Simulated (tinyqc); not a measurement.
Energy relaxation with and without hot phonons: decay of LO phonons and the hot-phonon bottleneck in the cooling of electrons. Computed by tinyqc, a small Python program. Command: `OMP_NUM_THREADS=1 python tinyqc.py 3031222 3031223 out.jsonl hotphonon walk`. One thread of a shared host (Intel(R) Xeon(R) Processor @ 2.30GHz), about 0.01 s of CPU time with the checks.

n(E, T) = 1/(exp(E/(k_B T)) - 1) is the Bose occupation. Electrons have a temperature T_e; the LO modes within their reach share one occupation N; the decay products stay at the lattice temperature.

Inputs (values chosen for the exercise, modelled on indium arsenide):
```
quantity                                             value    unit
LO energy hbar omega                                  29.8     meV
lifetime at T = 0, tau_0                               6.3      ps
weight b of the three-phonon channel                  0.11       -
lattice temperature T                                  300       K
electron mass m*                                    0.0271     m_0
eps_inf                                               12.1       -
static dielectric constant eps_s                      14.9       -
electron density n                                 5.1e+18  1/cm^3
density of LO modes that the electrons reach, N_m  1.3e+19  1/cm^3
```

Decay channel: two equal phonons plus a three-phonon channel.

Constants: k_B = 8.617333262e-05 eV/K; c = 299792458 m/s; e^2/(4 pi eps_0) = 14.39964548 eV angstrom; hbar^2/(2 m_0) = 3.80998212 eV angstrom^2; hbar = 6.582119569e-16 eV s; e = 1.602176634e-19 C; k_B = 1.380649e-23 J/K.

Method:
- Decay rate 1/tau = (1/tau_0) [1 + 2 n_2 + b (1 + 3 n_3 + 3 n_3^2)]/(1 + b), n_2 = n(hbar omega/2), n_3 = n(hbar omega/3).
- Full width Gamma = 1/(2 pi c tau) in 1/cm, c in cm/s.
- Froehlich coupling alpha = (e^2/(4 pi eps_0)) (1/eps_inf - 1/eps_s) k_0/(2 hbar omega), k_0 = sqrt(m* hbar omega/(hbar^2/(2 m_0))); emission time tau_sp = hbar/(2 alpha hbar omega); bottleneck ratio r = (n/N_m) tau/tau_sp.
- Net emission per electron: [(N + 1) x - N]/tau_sp with x = exp(-hbar omega/(k_B T_e)), a simple two-level balance; steady state of the modes: n [(N + 1) x - N]/tau_sp = N_m (N - N_0)/tau; power per electron P = hbar omega [(N + 1) x - N]/tau_sp.
- P(T_e) = (hbar omega/tau_sp) [(N_0 + 1) x - N_0]/[1 + r (1 - x)], and r = 0 without hot phonons; energy relaxation time tau_E = (3/2) k_B (T_e - T)/P.

emission time tau_sp = 202.160 fs

equilibrium LO occupation N_0 = 0.461514

bottleneck ratio r = 2.30653

phonon lifetime tau = 1.18858 ps

Cooling:
```
T_e (K)  P, cold phonons (nW)  P, hot phonons (nW)   ratio  tau_E (ps)        N
330                    1.2042              0.48212  2.4977      1.2887  0.50860
380                    2.9937               1.2588  2.3781      1.3161  0.58446
450                    5.1065               2.2828  2.2370      1.3608  0.68446
600                    8.4968               4.2264  2.0104      1.4700  0.87428
800                    11.503               6.3570  1.8095      1.6289   1.0824
1100                   14.306               8.8190  1.6222      1.8787   1.3228
1600                   16.908               11.674  1.4483      2.3062   1.6017
2300                   18.799               14.220  1.3220      2.9127   1.8503
```

Reabsorption cuts the loss by a factor 2.50 at the lowest T_e and 1.32 at the highest; the factor is 1 + r (1 - x) with r = 2.31. tau_E runs from 1.3 to 2.9 ps, with its shortest value, 1.3 ps, at T_e = 330 K, against tau_sp = 200 fs and a phonon lifetime of 1.2 ps. In the coldest rows the electrons are degenerate, so (3/2) k_B (T_e - T) overstates their excess energy. Pauli blocking is left out, as are upper valleys and non-parabolic bands, which can matter above about 1000 K.

Extremes, crossings and ranges named in words are read from the listed rows.
